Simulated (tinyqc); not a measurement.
## Trap density by the high-low method

Problem. In depletion, where minority carriers are negligible, a MOS capacitor has 1/C_LF = 1/Cox + 1/(Cd + q Dit) and 1/C_HF = 1/Cox + 1/Cd. Find Cd and Dit.

Constants: q = 1.602176634e-19 C. Results are converted to the units shown.

Cox, C_LF, C_HF (uF/cm^2): [0.28776110, 0.21294242, 0.21264884]

Solution. Removing Cox from each series combination leaves Cd + q Dit and Cd; their difference over q is Dit.

Cd = 0.815 uF/cm^2
Dit = 2.70e10 cm^-2 eV^-1

Computed by the program tinyqc: `OMP_NUM_THREADS=1 python tinyqc.py 2060169 2060170 out.jsonl`, one thread of a shared Intel Xeon 2.30GHz, about 0.01 s for the whole run.
